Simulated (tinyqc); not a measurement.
Inside a calculation. Model: non-radiative capture by multiphonon emission, one effective mode. Computed by tinyqc, a small Python program that keeps every step. Command: `OMP_NUM_THREADS=1 python tinyqc.py 3029701 3029702 out.jsonl capture walk`. One thread of a shared host (Intel(R) Xeon(R) Processor @ 2.30GHz), about 0.01 s of CPU time with the checks. Intermediate numbers are printed to about 5 digits and carried at full precision; extremes and crossings named in words are read from the listed rows.

The initial state (free carrier plus empty centre) lies dE above the final state; both have the same frequency and are displaced by dQ.

Inputs (values chosen for the exercise, with mass, screening and phonons like those of silicon):
```
quantity                     value                   unit
energy released dE           0.691                     eV
phonon energy hbar omega      38.4                    meV
Huang-Rhys factor S              6                      -
electron-phonon coupling W  0.0023  eV/(u^(1/2) angstrom)
cell volume V                 1030             angstrom^3
degeneracy g                     4                      -
broadening b                    34                    meV
carrier mass m               0.318                    m_0
dielectric constant eps       11.7                      -
temperature T                  300                      K
defect density N_t           7e+14                  cm^-3
```

Centre: attractive.

Constants: hbar^2/u = 4.18015928e-03 eV angstrom^2; k_B = 8.617333262e-05 eV/K; hbar = 6.582119569e-16 eV s; Ry = 13.605693123 eV; k_B = 1.380649e-23 J/K; m_0 = 9.1093837015e-31 kg.

## Geometry of the two curves

dQ = sqrt(2 S (hbar^2/u)/hbar omega); relaxation energy lambda = S hbar omega; phonons needed P = dE/hbar omega; classical barrier E_b = (dE - lambda)^2/(4 lambda); occupation n = 1/(exp(hbar omega/k_B T) - 1).

dQ = 1.1429 u^(1/2) angstrom

lambda = 0.2304 eV

P = 17.995

classical barrier E_b = 0.23020 eV

occupation n = 0.29269

dE exceeds lambda: the inverted case usual for deep centres, in which the curves cross on the far side of the initial minimum.

## Phonon weights near resonance

Huang-Rhys weight for a net emission of p phonons: L_p = exp(-S (2n + 1)) ((n + 1)/n)^(p/2) I_p(2 S sqrt(n (n + 1))), I_p the modified Bessel function. M_p = sum_m w_m <m_i|Q|(m + p)_f>^2 with Q counted from the final minimum and Boltzmann weights w_m for m = 0..24; <m_i|Q|k_f> = sqrt((hbar^2/u)/(2 hbar omega)) [sqrt(k) <m|k-1> + sqrt(k+1) <m|k+1>], with overlaps of oscillators displaced by d = sqrt(2 S) summed on 1500 points from -16 to 16 + d. The delta function is a Gaussian of standard deviation b at dE - p hbar omega.

Weights:
```
p         L_p  M_p (u angstrom^2)  Gaussian (1/eV)
15  0.0028711            0.011486       3.8477e-02
16  0.0013280            0.005831       9.2736e-01
17  0.0005810            0.002788       6.2420e+00
18  0.0002411            0.001260       1.1733e+01
19  0.0000951            0.000539       6.1596e+00
20  0.0000358            0.000219       9.0304e-01
21  0.0000128            0.000085       3.6973e-02
```

## Capture coefficient before scaling

C_0 = V (2 pi/hbar) g W^2 sum_p M_p Gaussian_p. The sum runs over the seven p from round(P) - 3 to round(P) + 3; 1 angstrom^3 = 1e-24 cm^3.

sum_p M_p Gaussian_p = 0.041555 u angstrom^2/eV

C_0 = 8.6454e-12 cm^3/s

Caution: the largest term is not the one nearest energy conservation, so C_0 depends strongly on the broadening b.

## Scaled coefficient, cross-section and lifetime

Sommerfeld factor of an attractive centre: s(k) = 2 pi nu/(1 - exp(-2 pi nu)), nu = sqrt(Ry*/E), Ry* = Ry m/eps^2, averaged over (2/sqrt(pi)) sqrt(x) exp(-x) dx with x = E/k_B T = t^2 (trapezoid, t to 6 in steps of 0.01). C = s C_0; v = sqrt(3 k_B T/m); sigma = C/v; tau = 1/(C N_t).

Sommerfeld factor s = 7.8662

capture coefficient C = 6.8006e-11 cm^3/s

thermal velocity v = 2.0711e+07 cm/s

cross-section sigma = 3.2835e-18 cm^2

capture time = 2.1007e-05 s

## Quantum against classical capture

C_0 = V (2 pi/hbar) g W^2 sum_p M_p Gaussian_p. Here the sum runs over all p. Classical (Marcus) form: replace the sum by Q_c^2 exp(-E_b/k_B T)/sqrt(4 pi lambda k_B T), Q_c = dQ (dE + lambda)/(2 lambda). The last column is -k_B d ln C_0/d(1/T) from this row and the one above.

Against temperature:
```
T (K)  C_0, quantum (cm^3/s)  C_0, classical (cm^3/s)  Sommerfeld factor  activation energy (eV)
36                1.6437e-12               6.8047e-41             22.630                       -
67                1.6590e-12               4.0619e-26             16.589              6.2176e-05
110               1.8634e-12               1.8620e-19             12.949              1.7156e-03
180               3.0258e-12               1.8391e-15             10.131              1.1817e-02
270               6.6973e-12               2.1134e-13              8.286              3.6972e-02
400               1.8418e-11               4.3264e-12              6.831              7.2420e-02
620               5.8793e-11               3.7165e-11              5.529              1.1275e-01
980               1.5985e-10               1.4391e-10              4.464              1.4547e-01
```

At 36.0 K the quantum value is 2.4e28 times the classical one: C_0 comes from tunnelling out of the lowest level and hardly depends on T. At 980 K the ratio is 1.1. The largest apparent activation energy is 0.145 eV against the classical barrier of 0.230 eV, so an Arrhenius fit understates the barrier, through tunnelling and the broadening b at low T and the T^(-1/2) prefactor at high T. The measured coefficient is C = s C_0, and s changes by a factor 0.20 over these rows, so C changes by 19 where C_0 changes by 97.

Checks made by the program: Bessel formula against the sum over overlaps (relative difference below 1e-10).
